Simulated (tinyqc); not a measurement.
Worked calculation: Heisenberg spin cluster by exact diagonalisation: multiplets, susceptibility, level crossings. Computed by tinyqc, a small Python program that keeps every step. Command: `OMP_NUM_THREADS=1 python tinyqc.py 3008544 3008545 out.jsonl spincl walk`. One thread of a shared host (Intel(R) Xeon(R) Processor @ 2.30GHz), about 0.01 s of CPU time with the checks. Intermediate numbers are printed to about 5 digits and carried at full precision; extremes and crossings named in words are read from the listed rows.

H = J1 sum S_i.S_j over the bonds 1-2, 3-4 + J2 sum over 2-3 - g mu_B B S_z; J > 0 is antiferromagnetic.

Inputs (values chosen for the exercise, for a model cluster):
```
quantity       value  unit
exchange J1    -10.1   meV
exchange J2     -6.5   meV
g factor        2.01     -
temperature T     20     K
field B          8.7     T
```

Cluster: chain of four, J1 outer bonds and J2 in the middle. Spin s of each site: 0.5.

Constants: k_B = 8.617333262e-05 eV/K; mu_B = 5.7883818060e-05 eV/T.

## The block with S_z = 0

Basis: products of m values. S_i.S_j = m_i m_j on the diagonal and (1/2) sqrt[s(s+1) - m_i(m_i+1)] sqrt[s(s+1) - m_j(m_j-1)], s the spin of a site, between states that differ by one flip up and one down.

H at B = 0 (meV), lower triangle (symmetric):
```
                     +0.5 +0.5 -0.5 -0.5  +0.5 -0.5 +0.5 -0.5  +0.5 -0.5 -0.5 +0.5  -0.5 +0.5 +0.5 -0.5  -0.5 +0.5 -0.5 +0.5  -0.5 -0.5 +0.5 +0.5
+0.5 +0.5 -0.5 -0.5               -3.425
+0.5 -0.5 +0.5 -0.5               -3.250                6.675
+0.5 -0.5 -0.5 +0.5                0.000               -5.050                3.425
-0.5 +0.5 +0.5 -0.5                0.000               -5.050                0.000                3.425
-0.5 +0.5 -0.5 +0.5                0.000                0.000               -5.050               -5.050                6.675
-0.5 -0.5 +0.5 +0.5                0.000                0.000                0.000                0.000               -3.250               -3.425
```

## Multiplets

Every multiplet has one member in the block S_z = 0; diagonalise it and read the total spin from <S^2> = S (S + 1).

Levels at B = 0:
```
E (meV)  total S  number of multiplets
-6.675         2                     1
-4.380         1                     1
-2.255         0                     1
3.425          1                     1
7.630          1                     1
15.605         0                     1
```

ground energy = -6.675 meV

gap to the next level = 2.2946 meV

The ground state has S = 2; the next level has S = 1. The highest spin, S = 2, lies at -6.675 meV, s^2 times the sum of all J, s the spin of a site.

## Thermal averages at zero field

Z = sum k (2S + 1) exp(-E/(k_B T)) over the table, k the number of multiplets; <S^2> likewise with the factor S (S + 1); chi T = N_A g^2 mu_B^2 <S^2>/(3 k_B) = 0.125049 g^2 <S^2> cm^3 K/mol (cgs, per mole of clusters); C = (<E^2> - <E>^2)/(k_B T)^2; entropy = ln Z + <E>/(k_B T).

<S^2> = 5.3760

chi T = 2.7160 cm^3 K/mol

heat capacity = 0.33422 k_B

entropy = 1.9939 k_B

Free spins would give <S^2> = 3 and the entropy 2.773 k_B; chi T is 179 % of the free value.

## Magnetisation in the field

Each multiplet splits as E - g mu_B B m; <S_z> is the Boltzmann mean. The first level crossing is at the smallest (E_S - E_0)/(g mu_B (S - S_0)) over higher spins (0 if the ground state has the highest spin).

<S_z> = 0.94378

first crossing field = 0 T

Linear response would give g mu_B B <S^2>/(3 k_B T) = 1.05.

## Susceptibility against the Curie-Weiss form

High-temperature form: chi T = C0/(1 - theta/T), C0 = 0.125049 g^2 n s (s + 1), k_B theta = -(2/3) s (s + 1) (sum of J over bonds)/n, n = 4; a dash where T <= 1.05 theta.

theta = 38.730 K

Against temperature:
```
T (K)  chi T (cm^3 K/mol)  Curie-Weiss  chi (cm^3/mol)  C (k_B)
12                 2.8999            -         0.24166  0.32993
23                 2.6569            -         0.11552  0.33759
41                 2.3966       27.376         0.05845  0.39940
70                 2.1527        3.393         0.03075  0.36816
120                1.9383        2.238         0.01615  0.22587
190                1.7995        1.904         0.00947  0.11863
290                1.7079        1.749         0.00589  0.05890
470                1.6368        1.652         0.00348  0.02467
940                1.5772        1.581         0.00168  0.00661
1900               1.5463        1.547         0.00081  0.00167
```

The Curie-Weiss form is within 3 % in the last 4 rows. chi keeps rising on cooling, towards the Curie law of the S = 2 ground state; among these rows C is largest at 41 K, and the gap is 26.6 K.

Checks made by the program: the trace of H and the count of states (relative difference below 1e-10).
